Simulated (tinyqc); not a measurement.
# Ballistic conductance of a hard-wall wire of rectangular section by counting modes: thermal smearing

Subband edges E_(a,b) = (C pi^2/m) [(a/W)^2 + (b/Hh)^2], a, b = 1, 2, ...; C = hbar^2/(2 m0). Every mode transmits fully; spin gives the factor 2 in 2 q^2/h, valleys the factor gv.

G = (2 q^2/h) gv M; at zero temperature M counts the edges below Ef, at T it is the sum of degeneracy times f. The smooth (Sharvin) count is kF^2 A/(4 pi), kF = sqrt(m Ef/C), A = W Hh, perimeter p = 2 (W + Hh), and with the boundary term kF^2 A/(4 pi) - kF p/(4 pi). f = 1/(1 + exp((E_n - Ef)/Vt)).

Parameters, values chosen for the exercise:
- m = 0.022 m0 (mass)
- gv = 2 (valleys)
- Ef = 0.397 eV (Fermi energy above the bulk band edge)
- W = 25 nm (width)
- Hh = 17 nm (height)

Constants: q = 1.602176634e-19 C, kB = 1.380649e-23 J/K, hbar = 1.054571817e-34 J s, h = 6.62607015e-34 J s, m0 = 9.1093837015e-31 kg, Vt = kB T/q, hbar^2/(2 m0) = 0.0380998212 eV nm^2. Results are converted to the units shown.

Thermal smearing:

| T (K) | kB T (meV) | M at T | G (uS) |
|---|---|---|---|
| 2 | 0.17235 | 5.0000 | 774.81 |
| 10 | 0.86173 | 5.0000 | 774.81 |
| 30 | 2.5852 | 5.0000 | 774.81 |
| 77 | 6.6353 | 4.9995 | 774.74 |
| 150 | 12.926 | 4.9820 | 772.02 |
| 220 | 18.958 | 4.9439 | 766.12 |
| 300 | 25.852 | 4.9019 | 759.60 |
| 400 | 34.469 | 4.8667 | 754.16 |

M at T falls from 5.00 to 4.87; the integer count is 5. The edge nearest to Ef lies 51.0 meV from it, and M stays within 0.01 of the integer up to 77 K among the rows. In every row Ef exceeds 0.3 eV, where real bands are no longer parabolic.

tinyqc, about 0.6 s, one thread, Intel Xeon 2.30GHz (shared host): `OMP_NUM_THREADS=1 python tinyqc.py 2740122 2740123 out.jsonl`
